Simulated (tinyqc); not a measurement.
Energy and delay of logic against supply voltage: optimum supplies against the slope factor.

One expression serves below and above threshold: I(Vg) = Ik [ln(1 + exp((Vg - VT + dd V)/(al nf Vt)))]^al, with I_on = I(V) and I_off = I(0). Gate delay td = kd C V/I_on, clock period LD td. Per gate and cycle the switching energy is act C V^2 and the leakage energy I_off V LD td. No short-circuit current, no variation. Minima are sought above 0.09 V; below a few Vt gates no longer switch and the model has no meaning.

V_min minimises the energy and V_EDP the product of energy and td.

Parameters, values chosen for the exercise; values of the order met in logic technologies: temperature T = 250 K; threshold voltage at zero drain bias VT = 0.37 V; barrier lowering per volt of supply dd = 0.06; specific current of a gate Ik = 0.45 uA; exponent of the current law al = 1.56; load capacitance of a gate C = 2 fF; delay factor kd = 0.6; logic depth LD = 30; activity factor act = 0.05.

Constants: q = 1.602176634e-19 C, kB = 1.380649e-23 J/K, Vt = kB T/q. Results are converted to the units shown.

Result of one run:
```
V_min (V)  energy at V_min (aJ)  leakage share (%)  clock at V_min (MHz)  V_EDP (V)  clock at V_EDP (GHz)
0.1600                    3.641              29.69               0.01654     0.7272                0.7080
```

Which slope factor nf gave this result: 1, 1.1, 1.3, 1.4 or 1.6?

nf = 1.1.

The whole series:
```
nf   V_min (V)  energy at V_min (aJ)  leakage share (%)  clock at V_min (MHz)  V_EDP (V)  clock at V_EDP (GHz)
1       0.1454                 3.007              29.65              0.003827     0.7272                0.8215
1.1     0.1600                 3.641              29.69               0.01654     0.7272                0.7080
1.2     0.1745                 4.339              29.78               0.05546     0.7272                0.6181
1.3     0.1891                 5.104              29.94                0.1527     0.7271                0.5455
1.4     0.2037                 5.942              30.21                0.3598     0.7271                0.4860
1.5     0.2182                 6.862              30.60                0.7466     0.7271                0.4364
1.6     0.2328                 7.872              31.15                 1.394     0.7272                0.3947
```

As nf goes from 1 to 1.6, V_min rises from 0.145 to 0.233 V, the energy there rises from 3.01 to 7.87 aJ, the clock there rises from 0.00383 to 1.39 MHz and V_EDP stays near 0.727 V.

Computed by the program tinyqc: `OMP_NUM_THREADS=1 python tinyqc.py 2082048 2082049 out.jsonl`, one thread of a shared Intel Xeon 2.30GHz, about 0.01 s for the whole run.
